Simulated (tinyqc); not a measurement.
# Semiconductor laser, carrier and photon rate equations, step by step

tinyqc, about 0.01 s, one thread, Intel Xeon 2.30GHz (shared host): `OMP_NUM_THREADS=1 python tinyqc.py 2840130 2840131 out.jsonl` Printed values are rounded.

Carrier density N and photon density S in one mode: dN/dt = F1 = eta I/(q V) - (A N + B N^2 + C N^3) - vg g S; dS/dt = F2 = G vg g S + G be B N^2 - S/tp, with g = g0 ln(N/Ntr)/(1 + ec S). Output power P = Fo Eph S V/(G tp). No heating, no carrier transport.

Parameters, values chosen for the exercise: active volume V = 3.6e-11 cm^3; confinement factor G = 0.096; group velocity vg = 7.46e9 cm/s; gain coefficient g0 = 1500 1/cm; transparency density Ntr = 1.7e18 cm^-3; gain compression ec = 6.9e-18 cm^3; photon lifetime tp = 3 ps; defect recombination coefficient A = 1.6e8 1/s; radiative coefficient B = 9.8e-11 cm^3/s; Auger coefficient C = 1.8e-29 cm^6/s; share of spontaneous emission into the mode be = 0.00095; injection efficiency eta = 0.75; share of cavity losses that is output Fo = 0.32; photon energy Eph = 1.9 eV; drive current I = 34 mA; time step dt = 3 ps.

Constants: q = 1.602176634e-19 C. Results are converted to the units shown.

## Threshold

gth = 1/(G vg tp), Nth = Ntr exp(gth/g0), Ith = q V (A Nth + B Nth^2 + C Nth^3)/eta. Above it S is near G tp eta (I - Ith)/(q V). Carrier lifetime at threshold Nth/(A Nth + B Nth^2 + C Nth^3).

gth = 465.445 1/cm
Nth = 2.31851e18 cm^-3
Ith = 8.62943 mA
estimate of S = 9.50104e14 cm^-3
carrier lifetime = 2.06623 ns

## Iteration 1: steady state by Newton steps

(N, S) at the start (Nth and the estimate of S): N (1e18 cm^-3) 2.319, S (1e15 cm^-3) 0.95

Jacobian, with a = g0/(N (1 + ec S)) and d = g/(1 + ec S): J11 = -(A + 2 B N + 3 C N^2) - vg a S, J12 = -vg d, J21 = G vg a S + 2 G be B N, J22 = G vg d - 1/tp. Solve J d = -F and add d to (N, S).

F1, F2 (1e27 cm^-3/s): [0.0191728, -0.00180032]

J (1/ns):

|  | N | S |
|---|---|---|
| F1 | -5.45916 | -3429.47 |
| F2 | 0.437248 | -4.10377 |

(N, S) after iteration 1: N (1e18 cm^-3) 2.32311, S (1e15 cm^-3) 0.949051

## Iteration 2: steady state by Newton steps

As before.

F1, F2 (1e27 cm^-3/s): [3.13692e-5, -3.37314e-6]

J (1/ns):

|  | N | S |
|---|---|---|
| F1 | -5.44842 | -3449.07 |
| F2 | 0.436042 | -2.22264 |

(N, S) after iteration 2: N (1e18 cm^-3) 2.32312, S (1e15 cm^-3) 0.949047

## Course of the iteration: steady state by Newton steps

Stop when the largest change of (N, S) is below 1e-9, or after 40 iterations. N is counted in 1e18 and S in 1e15 cm^-3, and S must be positive.

Course of the iteration:

| iteration | S (1e15 cm^-3) | largest \|change\| of one entry |
|---|---|---|
| 1 | 0.949051 | 4.11e-3 |
| 2 | 0.949047 | 7.72e-6 |
| 3 | 0.949047 | 3.79e-11 |

Converged in 3 iterations. The change falls from 0.0041 in the first iteration to below the tolerance in the last.

## Power, relaxation frequency, damping and bandwidth

N = 2.32312e18 cm^-3
S = 9.49047e14 cm^-3

Jacobian, with a = g0/(N (1 + ec S)) and d = g/(1 + ec S): J11 = -(A + 2 B N + 3 C N^2) - vg a S, J12 = -vg d, J21 = G vg a S + 2 G be B N, J22 = G vg d - 1/tp. wR^2 = det J, gamma = -trace J, fR = wR/(2 pi); the response wR^2/(wR^2 - w^2 + i gamma w) falls to 1/sqrt(2) at w^2 = x + sqrt(x^2 + wR^4), x = wR^2 - gamma^2/2 (f3dB = w/(2 pi)).

P = 11.5561 mW
fR = 6.19690 GHz
gamma = 7.66750 1/ns
f3dB = 9.56249 GHz

f3dB is 1.54 times fR (1.55 without damping). gamma/wR = 0.20: the response has a resonance peak.

## One Runge-Kutta step of a transient

(N, S) at the start: N (1e18 cm^-3) 2.37, S (1e15 cm^-3) 0.475

y = (N, S), k1 = F(y), k2 = F(y + dt k1/2), k3 = F(y + dt k2/2), k4 = F(y + dt k3), y(new) = y + dt (k1 + 2 k2 + 2 k3 + k4)/6.

slopes per ps, N in 1e18 and S in 1e15 cm^-3:

|  | dN/dt | dS/dt |
|---|---|---|
| k1 | 0.00149151 | 0.0107042 |
| k2 | 0.00142497 | 0.0115412 |
| k3 | 0.00142064 | 0.0115469 |
| k4 | 0.00134942 | 0.0124183 |

(N, S) after the step: N (1e18 cm^-3) 2.37427, S (1e15 cm^-3) 0.509649
